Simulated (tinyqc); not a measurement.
Ballistic transport through the one-dimensional subbands of a rectangular nanowire or nanosheet channel: one step, computed by the program tinyqc.

Hard walls, parabolic subbands, transport along x. Energies are counted from the bulk conduction band edge at the top of the barrier, which the gate pulls down by U; the source Fermi level lies at the bulk edge when U = 0.

Problem. Conductance, capacitance and scattering. Linear conductance G = (2 e^2/h) sum_i g f(eta_i), g = 2, f = 1/(1 + exp(-eta_i)), with the barrier frozen at the eta_i above; current per perimeter I/(2(a + b)); with scattering, transmission lambda/(lambda + L) and low-bias resistance (1 + L/lambda)/G.

Inputs (values chosen for the exercise, modelled on silicon):
```
quantity                                   value  unit
height a                                     3.3    nm
width b                                      6.4    nm
temperature T                                 77     K
mean free path for back-scattering lambda    6.4    nm
channel length L                              58    nm
```

Valleys: silicon [100] wire.

Occupation:
```
subband      eta_i    n_i (1/nm)  I_i (microampere)
1         20.33359  5.077581e-01       2.090752e+01
2          3.51055  2.027505e-01       3.639915e+00
3          3.22612  1.931228e-01       3.357224e+00
4         -1.24660  2.397803e-02       2.598186e-01
5         -2.72580  6.254674e-03       6.522894e-02
6         -2.96943  1.123726e-02       5.147130e-02
7         -8.70115  1.661956e-05       1.710769e-04
8        -19.13751  4.877708e-10       5.020795e-09
9        -19.54884  3.232799e-10       3.327633e-09
10       -24.52785  2.224455e-12       2.289709e-11
```

ballistic current I = 28.28135 microampere

Constants: e = 1.602176634e-19 C; h = 6.62607015e-34 J s.

Give: open modes sum g f; ballistic conductance; current per perimeter; transmission; low-bias resistance with scattering.

Solution.

open modes sum g f = 6.5331

ballistic conductance = 506.19 microsiemens

current per perimeter = 1457.8 microampere/micrometre

transmission = 0.099379

low-bias resistance with scattering = 19.879 kiloohm

Even without scattering the wire has h/(2 e^2 M) = 1.98 kiloohm, which sits in the contacts.
